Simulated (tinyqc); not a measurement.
MOSFET in saturation, small-signal circuit and noise: gains against frequency.

Bias by the inversion coefficient IC = I/Ispec (charge-based model with velocity saturation; weak inversion below 0.1, strong above 10). Common-source circuit: gm, gds, Cgs, Cgd and Cj at the inner nodes, Rg in series with the gate; quasi-static, no source or drain resistance, no gate-body capacitance, no substrate network, no induced gate noise, so fmax is an upper estimate.

Ispec = 2 n mu Cox (W/L) Vt^2, lc = Ls/L, gms = [sqrt((lc IC + 1)^2 + 4 IC) - 1]/[2 + lc (lc IC + 1)], gm = gms Ispec/(n Vt), gds = sg gm. qs = [sqrt(1 + 4 IC) - 1]/2, Cgs = Cox W L qs (2 qs + 3)/(3 (qs + 1)^2) + Cov W, Cgd = Cov W, Cd = Cj W, Rg = Rsh (Wf/L)/(12 Nf) + Rc/W with Nf = W/Wf fingers (not rounded) contacted at both ends. fT = gm/(2 pi (Cgs + Cgd)), fmax = fT/(2 sqrt(Rg (gds + 2 pi fT Cgd))). Inner admittances at w = 2 pi f: y11 = i w (Cgs + Cgd), y12 = -i w Cgd, y21 = gm - i w Cgd, y22 = gds + i w (Cgd + Cd). Invert to Z, add Rg to Z11 and invert back to Y. |h21| = |Y21/Y11|; U = |Y21 - Y12|^2/(4 [Re Y11 Re Y22 - Re Y12 Re Y21]). MSG = |Y21/Y12|; stability factor k = [2 Re Y11 Re Y22 - Re(Y12 Y21)]/|Y12 Y21|.

Inputs (values chosen for the exercise):

| symbol | value | unit | meaning |
|---|---|---|---|
| T | 400 | K | temperature |
| L | 180 | nm | gate length |
| W | 10 | um | total gate width |
| Cox | 1.24 | uF/cm^2 | gate capacitance |
| mu | 150 | cm^2/(V s) | mobility |
| n | 1.3 |  | slope factor |
| Ls | 15 | nm | velocity-saturation length |
| sg | 0.016 |  | ratio gds/gm |
| Cov | 0.37 | fF/um | overlap and fringe capacitance per side |
| Cj | 0.56 | fF/um | drain junction capacitance |
| Rsh | 15 | ohm | sheet resistance of the gate |
| Wf | 2 | um | finger width |
| Rc | 200 | ohm um | gate contact and vertical resistance |
| IC | 0.19 |  | inversion coefficient |

Constants: q = 1.602176634e-19 C, kB = 1.380649e-23 J/K, Vt = kB T/q. Results are converted to the units shown.

The same in every row: f sqrt(U) (GHz) = 28.30.

Result of one run:

| f (GHz) | \|h21\| (dB) | U (dB) | MSG (dB) | k |
|---|---|---|---|---|
| 0.76 | 7.458 | 31.42 | 8.212 | 0.1533 |

What becomes of these results when the signal frequency f is changed from 0.76 to 1.4 GHz, all else the same?

Result of the changed run:

| f (GHz) | \|h21\| (dB) | U (dB) | MSG (dB) | k |
|---|---|---|---|---|
| 1.4 | 2.383 | 26.11 | 5.674 | 0.2749 |

The whole series:

| f (GHz) | \|h21\| (dB) | U (dB) | MSG (dB) | k |
|---|---|---|---|---|
| 0.018 | 39.87 | 63.93 | 24.42 | 0.003672 |
| 0.033 | 34.60 | 58.67 | 21.79 | 0.006732 |
| 0.062 | 29.13 | 53.19 | 19.05 | 0.01265 |
| 0.12 | 23.39 | 47.45 | 16.18 | 0.02447 |
| 0.22 | 18.13 | 42.19 | 13.55 | 0.04484 |
| 0.41 | 12.75 | 36.78 | 10.86 | 0.08336 |
| 0.76 | 7.458 | 31.42 | 8.212 | 0.1533 |
| 1.4 | 2.383 | 26.11 | 5.674 | 0.2749 |

Over the table |h21| falls by 19.8 dB a decade, U by 20.0 and MSG by 9.91. The product f sqrt(U) stays at 28.3 GHz, against fmax = 28.3 GHz from the formula. k stays below one in all rows, so the device is only conditionally stable. In every row fmax exceeds 4 fT, where channel resistance and substrate losses, left out here, would cap it.

Program tinyqc, `OMP_NUM_THREADS=1 python tinyqc.py 2150127 2150128 out.jsonl`; Intel Xeon 2.30GHz, shared host, one thread, about 0.01 s.
